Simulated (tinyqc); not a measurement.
## Resistance of a tapered via with liner, size effect and interface: via resistance against the diameter at the bottom

A round via whose diameter grows from db at the bottom as D(z) = db + 2 z/tan(ang). The fill, of diameter D - 2 tl, starts above the bottom liner (thickness fb tl) and has rho = rho0 (1 + ks lam/(D - 2 tl)); the sidewall liner conducts in parallel with it. The bottom liner and the interface are crossed over the full area pi db^2/4. Spreading in the lines above and below is left out.

Slices between z0 = fb tl and hv, evaluated at their midpoints: conductance per length pi/4 [(D - 2 tl)^2/rho + (D^2 - (D - 2 tl)^2)/rl], slice resistance = slice height over that. 2000 slices. R_fill = sum of the slices; R_bottom = rl fb tl/(pi db^2/4); R_interface = ri/(pi db^2/4); ballistic (Sharvin) limit 1/(Sb pi (db - 2 tl)^2/4); ideal cylinder rho0 hv/(pi db^2/4).

Parameters, values chosen for the exercise; fill metal close to cobalt:
```
symbol,value,unit,meaning
hv,130,nm,height
ang,88,degrees,sidewall angle
rho0,6.32,uohm cm,bulk resistivity of the fill
lam,12.1,nm,mean free path of the fill
ks,1.5,,size-effect factor
tl,1.8,nm,liner on the sidewall
fb,0.7,,liner at the bottom over that on the sidewall
rl,470,uohm cm,resistivity of the liner
ri,2.8e-12,ohm cm^2,interface resistivity at the bottom
Sb,1e15,S/m^2,"ballistic conductance per area, about 3/(4 rho0 lam)"
```

Via resistance against the diameter at the bottom:
columns A: db (nm); B: R_fill (ohm); C: R_bottom (ohm); D: R_interface (ohm); E: R (ohm); F: ballistic limit (ohm); G: R over ideal cylinder; H: largest part
```
A        B      C        D      E       F      G     H
6     1581  209.4    9.903   1801   221.0  6.197  fill
8.3  520.9  109.5    5.175  635.5   57.64  4.185  fill
11   224.5  62.32    2.946  289.7   23.25  3.351  fill
16   81.76  29.45    1.393  112.6   8.281  2.756  fill
22   36.81  15.58   0.7366  53.13   3.761  2.458  fill
30   17.52  8.378   0.3961  26.30   1.827  2.263  fill
42   8.062  4.274   0.2021  12.54  0.8635  2.114  fill
58   3.913  2.241   0.1060  6.261  0.4302  2.013  fill
80   1.938  1.178  0.05570  3.172  0.2181  1.940  fill
```

R falls from 1800 to 3.17 ohm. The fill is the largest part at db = 6 and in all other rows. R goes as db^(-3.21) between the first two rows and db^(-2.11) between the last two; area alone gives -2.

tinyqc, about 0.01 s, one thread, Intel Xeon 2.30GHz (shared host): `OMP_NUM_THREADS=1 python tinyqc.py 2750175 2750176 out.jsonl`
